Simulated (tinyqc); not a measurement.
Worked calculation: two-band k.p model of the Delta valleys near the X point under shear strain. Values are carried at full precision from step to step, so a last printed digit may differ when a step is redone from the rounded ones.

Constants: hbar^2/2m0 = 3.80998211 eV angstrom^2.

Inputs chosen for the exercise (near those of Si; the results hold for these values, not for the real material): a = 5.442 angstrom (lattice constant); ml = 0.919 m0 (longitudinal mass); mt = 0.202 m0 (transverse mass); kx0 = 0.151 2 pi/a (distance of the minimum from X); D = 15 eV (shear deformation potential); Mp = 0.236 m0 (coupling mass); exy = 0.011 (shear strain); k = (0.011, 0.019, 0.021) 1/angstrom (wave vector from X).

## Scales

k0 = kx0 2 pi/a; Delta = 2 c k0^2/ml with c = hbar^2/2m0, half the splitting of the two bands at k0; eta = D exy/Delta measures the shear coupling against it.

k0 = 0.17434 1/angstrom
Delta = 0.25202 eV
eta = 0.6547
splitting of the two bands at X, 2 |D exy| = 0.3300 eV

## The Hamiltonian at one k

Valley pair on the [001] axis, kz counted from the X point, c = hbar^2/2m0, k0 = kx0 2 pi/a. H = (c kz^2/ml + c (kx^2 + ky^2)/mt + c k0^2/ml) 1 + (2 c k0 kz/ml) sigma_z + (D exy - 2 c kx ky/Mp) sigma_x, so E = c kz^2/ml + c (kx^2 + ky^2)/mt + c k0^2/ml -/+ sqrt((2 c k0 kz/ml)^2 + (D exy - 2 c kx ky/Mp)^2). Without strain the lower band has its minima, E = 0, at kz = +/- k0. Shifts from diagonal strain are left out.

Fill in the 2 x 2 matrix (sigma_z diagonal) and give its levels.

H(k) (eV):
```
        1       2
1  0.1673  0.1583
2  0.1583  0.1066
```

levels (eV): -0.0242  0.2981

## Position, depth and masses of the minimum

For |eta| < 1: k_min = k0 sqrt(1 - eta^2), E_min = -Delta eta^2/2, ml(eta) = ml/(1 - eta^2), 1/m[110] = 1/mt + eta/Mp, 1/m[1-10] = 1/mt - eta/Mp. For |eta| > 1 the minimum sits at X: E_min = -Delta (2 |eta| - 1)/2, ml(eta) = ml/(1 - 1/|eta|), and eta is replaced by its sign in the transverse masses.

k_min = 0.1318 1/angstrom
E_min = -54.01 meV
ml(eta) = 1.608 m0

masses along [110] and [1-10] (m0): 0.1295  0.4595

The minimum has moved 24.4 % of the way to X; electrons are lighter along [110] (-35.9 % against mt) and heavier across (+127.5 %).

## The two bands along kz

kx = ky = 0, kz from 0 to 1.6 k0 in steps of 0.2 k0, with and without the strain.

Levels (eV):
```
kz/k0  kz (1/angstrom)    lower   upper  lower, no strain  upper, no strain
0.0             0.0000  -0.0390  0.2910            0.1260            0.1260
0.2             0.0349  -0.0415  0.3036            0.0806            0.1815
0.4             0.0697  -0.0472  0.3395            0.0454            0.2470
0.6             0.1046  -0.0524  0.3952            0.0202            0.3226
0.8             0.1395  -0.0539  0.4672            0.0050            0.4083
1.0             0.1743  -0.0492  0.5532            0.0000            0.5040
1.2             0.2092  -0.0370  0.6520            0.0050            0.6099
1.4             0.2441  -0.0165  0.7625            0.0202            0.7258
1.6             0.2789   0.0129  0.8843            0.0454            0.8518
```

## Checks

- Depth of the minimum by numerical search against the closed form (eV): both -0.054014.
- Mass along [110] by finite differences against the closed form: both 0.1295.

Run: tinyqc, `OMP_NUM_THREADS=1 python tinyqc.py 1080042 1080043 out.jsonl`; Intel(R) Xeon(R) Processor @ 2.30GHz, one thread, shared host; about 0.01 s of CPU time with all checks.
